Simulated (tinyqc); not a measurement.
Worked calculation: MP2 on RHF in the 6-311g basis, for H2, spin multiplicity 1. One step of it, computed by the program tinyqc.

Task: Second-order Moller-Plesset energy. E2 = sum_ijab (ia|jb) [2 (ia|jb) - (ib|ja)] / (e_i + e_j - e_a - e_b) over occupied i, j and virtual a, b; the opposite-spin part is (ia|jb)^2 / denominator, the rest is same-spin, and SCS-MP2 scales them by 6/5 and 1/3.

orbital energies (hartree): MO1 -0.622062, MO2 0.180492, MO3 0.299708, MO4 0.688909, MO5 2.299896, MO6 2.879236

Two-electron integrals over orbitals (pq|rs), unique and non-zero (hartree):
```
(11|11) 0.682491    (21|21) 0.037182    (22|11) 0.338797    (22|22) 0.292759
(31|11) -0.139628   (31|22) -0.020214   (31|31) 0.054453    (32|21) 0.024302
(32|32) 0.044010    (33|11) 0.367183    (33|22) 0.271521    (33|31) -0.033638
(33|33) 0.282166    (41|21) -0.056281   (41|32) -0.014207   (41|41) 0.104827
(42|11) -0.130770   (42|22) -0.039207   (42|31) 0.034163    (42|33) -0.042858
(42|42) 0.047976    (43|21) 0.022307    (43|32) 0.016953    (43|41) -0.034820
(43|43) 0.020131    (44|11) 0.517969    (44|22) 0.322127    (44|31) -0.080036
(44|33) 0.316324    (44|42) -0.100169   (44|44) 0.449816    (51|11) -0.114830
(51|22) -0.006830   (51|31) 0.057312    (51|33) -0.025240   (51|42) 0.020731
(51|44) -0.054367   (51|51) 0.101929    (52|21) 0.003087    (52|32) 0.001092
(52|41) -0.002621   (52|43) -0.005008   (52|52) 0.008659    (53|11) 0.121945
(53|22) 0.027627    (53|31) -0.041534   (53|33) 0.036291    (53|42) -0.031577
(53|44) 0.074285    (53|51) -0.050287   (53|53) 0.039293    (54|21) -0.006756
(54|32) -0.022014   (54|41) -0.006622   (54|43) 0.002494    (54|52) -0.012313
(54|54) 0.034756    (55|11) 0.660513    (55|22) 0.327108    (55|31) -0.136561
(55|33) 0.359662    (55|42) -0.120783   (55|44) 0.494460    (55|51) -0.139056
(55|53) 0.128488    (55|55) 0.673904    (61|21) -0.028063   (61|32) 0.010657
(61|41) 0.071773    (61|43) -0.029855   (61|52) 0.017459    (61|54) -0.046882
(61|61) 0.108312    (62|11) -0.022764   (62|22) 0.012076    (62|31) 0.018353
(62|33) 0.001637    (62|42) -0.000195   (62|44) -0.003746   (62|51) 0.031482
(62|53) -0.011793   (62|55) -0.030350   (62|62) 0.016565    (63|21) 0.026078
(63|32) 0.003194    (63|41) -0.051523   (63|43) 0.017606    (63|52) -0.003144
(63|54) 0.015853    (63|61) -0.052900   (63|63) 0.033138    (64|11) 0.155515
(64|22) 0.018707    (64|31) -0.061684   (64|33) 0.040459    (64|42) -0.037338
(64|44) 0.089705    (64|51) -0.081220   (64|53) 0.050822    (64|55) 0.165643
(64|62) -0.029639   (64|64) 0.088472    (65|21) 0.065117    (65|32) 0.014596
(65|41) -0.125091   (65|43) 0.049193    (65|52) -0.014116   (65|54) 0.042662
(65|61) -0.139026   (65|63) 0.082445    (65|65) 0.221294    (66|11) 0.728237
(66|22) 0.346989    (66|31) -0.165434   (66|33) 0.374939    (66|42) -0.142993
(66|44) 0.551399    (66|51) -0.191798   (66|53) 0.155899    (66|55) 0.751747
(66|62) -0.045650   (66|64) 0.215863    (66|66) 0.884114
```

Hartree-Fock energy = -1.12361533 hartree

Give: Terms; Pair energies; MP2 correlation energy; SCS-MP2 correlation energy; MP2 total energy.

Result:

Terms:

| i | j | a | b | (ia\|jb) | (ib\|ja) | denominator | term |
|---|---|---|---|---|---|---|---|
| 1 | 1 | 4 | 4 | 0.105 | 0.105 | -2.622 | -4.19e-03 |
| 1 | 1 | 5 | 5 | 0.102 | 0.102 | -5.844 | -1.78e-03 |
| 1 | 1 | 6 | 6 | 0.108 | 0.108 | -7.003 | -1.68e-03 |
| 1 | 1 | 3 | 3 | 0.054 | 0.054 | -1.844 | -1.61e-03 |
| 1 | 1 | 2 | 4 | -0.056 | -0.056 | -2.114 | -1.50e-03 |
| 1 | 1 | 4 | 2 | -0.056 | -0.056 | -2.114 | -1.50e-03 |
| 1 | 1 | 6 | 4 | 0.072 | 0.072 | -4.812 | -1.07e-03 |
| 1 | 1 | 4 | 6 | 0.072 | 0.072 | -4.812 | -1.07e-03 |
| 1 | 1 | 2 | 2 | 0.037 | 0.037 | -1.605 | -8.61e-04 |
| 1 | 1 | 5 | 3 | 0.057 | 0.057 | -3.844 | -8.55e-04 |
| 1 | 1 | 3 | 5 | 0.057 | 0.057 | -3.844 | -8.55e-04 |
| 1 | 1 | 6 | 2 | -0.028 | -0.028 | -4.304 | -1.83e-04 |
| 1 | 1 | 2 | 6 | -0.028 | -0.028 | -4.304 | -1.83e-04 |

Pair energies (hartree; pair i-j sums ij and ji):

| pair | opposite spin | same spin |
|---|---|---|
| 1-1 | -0.017 | 0 |

MP2 correlation energy = -0.01733 hartree

SCS-MP2 correlation energy = -0.02079 hartree

MP2 total energy = -1.14094 hartree
